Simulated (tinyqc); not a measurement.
# Ellipsometry and reflectance of a transparent film on an absorbing substrate: what changes with what

Air (index 1), film, substrate with N2 = n2 - i k2; time factor exp(+i w t). q_j = sqrt(N_j^2 - sin^2 th), root with positive real part. Fresnel coefficients r_s = (q_a - q_b)/(q_a + q_b), r_p = (N_b^2 q_a - N_a^2 q_b)/(N_b^2 q_a + N_a^2 q_b). tan(Psi) exp(i Delta) = R_p/R_s, Delta taken from 0 to 360 degrees.

Parameters, values chosen for the exercise; indices close to those of aluminium oxide on silicon: wavelength lam = 632.8 nm; angle of incidence th = 65 degrees; index of the transparent film n1 = 1.672; film thickness d = 5.4 nm; index of the substrate n2 = 3.882; extinction coefficient of the substrate k2 = 0.019.

Each table varies one quantity; the others keep the values above.

## Psi and Delta against the film thickness

beta = 2 pi d q1/lam, X = exp(-2 i beta), R = (r01 + r12 X)/(1 + r01 r12 X) for p and s. The last column is the derivative of Delta.

Psi and Delta against the film thickness:
```
d (nm),Psi (degrees),Delta (degrees),|R_p|^2,|R_s|^2,dDelta/dd (degrees/nm)
0,17.757,179.58,0.065410,0.63781,-1.7833
26,19.952,136.16,0.079862,0.60601,-1.4745
51,25.287,105.29,0.11221,0.50277,-1.0031
77,35.495,84.336,0.14666,0.28837,-0.65430
102,62.221,60.373,0.16571,0.045982,-2.3087
128,54.229,290.81,0.16332,0.084775,-1.2442
153,32.747,272.05,0.14051,0.33970,-0.69745
179,23.942,249.14,0.10474,0.53128,-1.0962
204,19.196,215.79,0.074853,0.61755,-1.5705
230,17.843,171.02,0.065974,0.63671,-1.7692
```

Read the table: what changes, and by how much?

Psi goes from 17.8 through a maximum of 62.2 (at d = 102 nm among the rows listed) to 17.8 degrees. The period is 225.2 nm, after which Psi and Delta return to the values of the bare substrate, so one angle and wavelength fix d only up to a multiple of it. The size of the slope of Delta runs from 0.654 to 2.31 degrees/nm among the rows; Delta is counted modulo 360 degrees, and sharper features can lie between the rows.

## Effect of the angle of incidence

Same model as above.

dDelta/dd is the derivative of Delta; period lam/(2 q1).

Result of one run:
```
th (degrees),Psi (degrees),Delta (degrees),|R_p|^2,|R_s|^2,dDelta/dd (degrees/nm),period (nm)
55,27.87,175.1,0.1516,0.5421,-0.8626,217.1
```

What becomes of these results when the angle of incidence th is changed from 55 to 60 degrees, all else the same?

Result of the changed run:
```
th (degrees),Psi (degrees),Delta (degrees),|R_p|^2,|R_s|^2,dDelta/dd (degrees/nm),period (nm)
60,23.41,173.3,0.1099,0.5861,-1.191,221.2
```

The whole series:
```
th (degrees),Psi (degrees),Delta (degrees),|R_p|^2,|R_s|^2,dDelta/dd (degrees/nm),period (nm)
50,31.51,176.4,0.1893,0.5039,-0.6432,212.9
55,27.87,175.1,0.1516,0.5421,-0.8626,217.1
60,23.41,173.3,0.1099,0.5861,-1.191,221.2
65,17.86,170.0,0.06611,0.6364,-1.766,225.2
70,10.91,161.8,0.02578,0.6935,-3.123,228.8
75,3.704,105.0,0.003177,0.7580,-3.818,231.8
80,11.84,16.66,0.03650,0.8303,2.623,234.2
85,27.07,5.219,0.2380,0.9109,0.8867,235.6
```

Psi goes from 31.5 through a minimum of 3.70 (at th = 75 among the rows listed) to 27.1 degrees and |R_p|^2 goes from 0.189 through a minimum of 0.00318 (at th = 75 among the rows listed) to 0.238. The slope of Delta is largest in size, 3.82 degrees/nm, at th = 75 among the rows. The bare substrate has its smallest |R_p| near arctan(n2) = 75.6 degrees.

Numbers from tinyqc (`OMP_NUM_THREADS=1 python tinyqc.py 2870124 2870125 out.jsonl`; about 0.01 s on one thread of a shared Intel Xeon 2.30GHz).
